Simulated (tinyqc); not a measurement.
Raman shift of the zone-centre optical phonon of a diamond-structure crystal under stress: one step, computed by the program tinyqc.

Axes x, y, z are the cube axes. Strain shifts the threefold optical mode and can split it; p, q and r are the phonon deformation potentials.

Task: Heating mistaken for stress. A temperature above 300 K shifts the line by (d omega/dT)(T - 300 K); divided by the shift per stress it poses as a stress; the total shift adds it to the shift of the observed line. The anti-Stokes to Stokes ratio is [(omega_L + omega_0)/(omega_L - omega_0)]^3 exp(-h c omega_0/(k_B T)) in photon counts, omega_L = 1/wavelength, resonance effects left out.

Inputs (values chosen for the exercise, modelled on silicon):
```
quantity                             value      unit
unstrained frequency omega_0         521.6      1/cm
temperature coefficient d omega/dT  -0.024  1/(cm K)
local temperature T                    400         K
laser wavelength                     514.5        nm
```

Stress state: uniaxial. Axis: [111].

shift per stress = -1.912439 1/(cm GPa)

shift of the observed line = 0.9370951 1/cm

Constants: h = 6.62607015e-34 J s; c = 299792458 m/s; k_B = 1.380649e-23 J/K.

Give: thermal shift; apparent stress from heating; total shift; anti-Stokes/Stokes ratio.

Result:

thermal shift = -2.4 1/cm

apparent stress from heating = 1.255 GPa

total shift = -1.463 1/cm

anti-Stokes/Stokes ratio = 0.1799

Caution: this stress has components normal to the (001) face, so it cannot reach a free (001) surface; it can act on buried material.
